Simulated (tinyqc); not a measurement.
Anisotropic elasticity and sound waves of a cubic crystal: one step, computed by the program tinyqc.

Voigt order 1..6 = xx, yy, zz, yz, xz, xy, with engineering shear strains. The rotated frame has x' as named, z' along the wafer normal and y' = z' x x'.

Problem. Thermal stress in a film with this orientation. On cooling, a thick substrate imposes eps_1 = eps_2 = (alpha_film - alpha_substrate) Delta T and eps_6 = 0; the free surface sets sigma_3 = sigma_4 = sigma_5 = 0, which fixes eps_3, eps_4, eps_5. Biaxial modulus M = (sigma_1 + sigma_2)/(2 eps); energy density M eps^2. Elastic response and constant coefficients are assumed.

Inputs (values chosen for the exercise, modelled on tantalum): expansion coefficient of the film = 6.3 ppm/K; expansion coefficient of the substrate = 5.7 ppm/K; cooling Delta T = 500 K.

Frame: (001) wafer, x' along [210].

C' (GPa):
```
          1         2         3        4        5         6
1  286.1944  140.4056  157.5000   0.0000   0.0000   12.8208
2  140.4056  286.1944  157.5000   0.0000   0.0000  -12.8208
3  157.5000  157.5000  269.1000   0.0000   0.0000    0.0000
4    0.0000    0.0000    0.0000  82.5100   0.0000    0.0000
5    0.0000    0.0000    0.0000   0.0000  82.5100    0.0000
6   12.8208  -12.8208    0.0000   0.0000   0.0000   65.4156
```

Give: in-plane strain; elastic strain along the normal; stress along x'; stress along y'; biaxial modulus M; energy density.

Solution.

in-plane strain = 0.3 per mille

elastic strain along the normal = -0.3512 per mille

stress along x' = 72.67 MPa

stress along y' = 72.67 MPa

biaxial modulus M = 242.2 GPa

energy density = 0.02180 MJ/m^3

The film ends in tension.
